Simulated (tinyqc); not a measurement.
Worked calculation: G0W0 on RHF in the sto-6g basis, for H2, spin multiplicity 1. Computed by tinyqc, a small Python program that keeps every step (integrals from PySCF). Settings: charge = 0, multiplicity = 1, basis = sto-6g, method = RHF, energy threshold = 1e-10, iteration cap = 82, orthogonalisation = symmetric, start = atomic densities, DIIS depth = 6. Command: `OMP_NUM_THREADS=1 python tinyqc.py 31154 31155 out.jsonl` (the two numbers bound the seeds that draw the settings). One thread of a shared host (Intel(R) Xeon(R) Processor @ 2.60GHz), about 0.06 s of CPU time with the checks. The early iterations of the SCF are left out here.

## One-electron integrals

Geometry (angstrom):
```
atom       x       y       z
H     0.0000  0.0000  0.0000
H     0.0000  0.0000  1.0510
```

Basis sto-6g: exponents (1/bohr^2) and contraction coefficients of normalised primitives:
```
element  l (shell)  exponent  coefficient
H            s (1)   35.5232       0.0092
H            s (1)    6.5131       0.0494
H            s (1)    1.8221       0.1685
H            s (1)    0.6260       0.3706
H            s (1)    0.2431       0.4165
H            s (1)    0.1001       0.1303
```

Overlap, kinetic and nuclear-attraction integrals over the contracted functions; the nuclear repulsion is the sum of Za Zb / Rab.

nuclear repulsion = 0.503499 hartree

overlap S:
```
        1H 1s   2H 1s
1H 1s  1.0000  0.4673
2H 1s  0.4673  1.0000
```

kinetic energy T (hartree):
```
        1H 1s   2H 1s
1H 1s  0.7685  0.0944
2H 1s  0.0944  0.7685
```

nuclear attraction V (hartree):
```
         1H 1s    2H 1s
1H 1s  -1.7304  -0.7316
2H 1s  -0.7316  -1.7304
```

core Hamiltonian H = T + V (hartree):
```
         1H 1s    2H 1s
1H 1s  -0.9619  -0.6372
2H 1s  -0.6372  -0.9619
```

## Two-electron integrals

Functions are numbered as in S; the eight-fold symmetry (ij|kl) = (ji|kl) = (kl|ij) leaves the list below.

Two-electron integrals (ij|kl) in chemists' order, unique and non-zero (hartree):
```
(11|11) 0.7750   (21|11) 0.2866   (21|21) 0.1380   (22|11) 0.4617
(22|21) 0.2866   (22|22) 0.7750
```

## Orthogonalisation

S = U s U^T; symmetric (Loewdin) form X = U s^(-1/2) U^T, so that X^T S X = 1.

eigenvalues of S: 0.5327  1.4673

X:
```
         1H 1s    2H 1s
1H 1s   1.0978  -0.2723
2H 1s  -0.2723   1.0978
```

## Iteration 3 (converged): orbitals

converged F (hartree):
```
         1H 1s    2H 1s
1H 1s  -0.2348  -0.4582
2H 1s  -0.4582  -0.2348
```

Diagonalise F' = X^T F X, C = X C', fill 1 alpha and 1 beta electrons from the bottom; D = 2 C_occ C_occ^T. Each column has its largest component positive (the first on a tie).

F' = X^T F X (hartree):
```
         1        2
1  -0.0265  -0.4458
2  -0.4458  -0.0265
```

orbital energies (hartree): MO1 -0.4723, MO2 0.4194

coefficients C:
```
          MO1      MO2
1H 1s  0.5838   0.9688
2H 1s  0.5838  -0.9688
```

D after iteration 3:
```
        1H 1s   2H 1s
1H 1s  0.6815  0.6815
2H 1s  0.6815  0.6815
```

## Convergence

Stop when the energy changes by less than 1e-10 hartree and every element of the error matrix X^T (F D S - S D F) X is below 3e-06.

Course of the cycle:
```
iteration  E (hartree)     change  largest element of the error matrix
1            -0.691050          -                             1.26e-16
2            -1.058642  -3.68e-01                             2.51e-16
3            -1.058642   4.44e-16                             2.59e-16
```

PySCF RHF in the same basis = -1.058642 hartree

Converged in 3 iterations.

## Integrals over molecular orbitals

(pq|rs) = sum C_ip C_jq C_kr C_ls (ij|kl), one index at a time.

one-electron integrals over orbitals h = C^T H C (hartree):
```
         1        2
1  -1.0899   0.0000
2   0.0000  -0.6094
```

Two-electron integrals over orbitals (pq|rs), unique and non-zero (hartree):
```
(11|11) 0.6176   (21|21) 0.2004   (22|11) 0.6146   (22|22) 0.6453
```

## Screening: direct RPA

With D = e_a - e_i and K = (ia|jb): diagonalise D^(1/2) (D + 4K) D^(1/2) = Z w^2 Z^T; X + Y = D^(1/2) Z w^(-1/2), each column of Z with its largest component positive (the first on a tie); E_c = (sum w - tr (D + 2K)) / 2.

D^(1/2) (D + 4K) D^(1/2) (hartree^2):
```
        1>2
1>2  1.5097
```

excitation energies w (hartree): 1.2287

X + Y:
```
          1
1>2  0.8519
```

RPA correlation energy = -0.031853 hartree

## G0W0 on Hartree-Fock: HOMO

W(p,q,m) = sqrt2 sum_ia (pq|ia) (X+Y)_ia,m; Sigma_c(x) = sum_(i,m) W^2/(x - e_i + w_m) + sum_(a,m) W^2/(x - e_a - w_m); solve x = e_p + Sigma_c(x) by Newton steps; Z = 1/(1 - dSigma/dx); 1 hartree = 27.211386 eV.

The 12 largest terms at x = e_p (hartree; W for the signs of X + Y given):
```
q  m       W     term
2  1  0.2414  -0.0275
```

Newton steps (hartree):
```
step        x  Sigma_c(x)       Z
0     -0.4723     -0.0275  0.9872
1     -0.4994     -0.0271  0.9875
2     -0.4994     -0.0271  0.9875
```

quasiparticle energy of the HOMO = -13.5900 eV

Hartree-Fock value = -12.8516 eV

## G0W0 on Hartree-Fock: LUMO

As before.

The 12 largest terms at x = e_p (hartree; W for the signs of X + Y given):
```
q  m       W    term
1  1  0.2414  0.0275
```

Newton steps (hartree):
```
step       x  Sigma_c(x)       Z
0     0.4194      0.0275  0.9872
1     0.4465      0.0271  0.9875
2     0.4465      0.0271  0.9875
```

quasiparticle energy of the LUMO = 12.1498 eV

Hartree-Fock value = 11.4114 eV
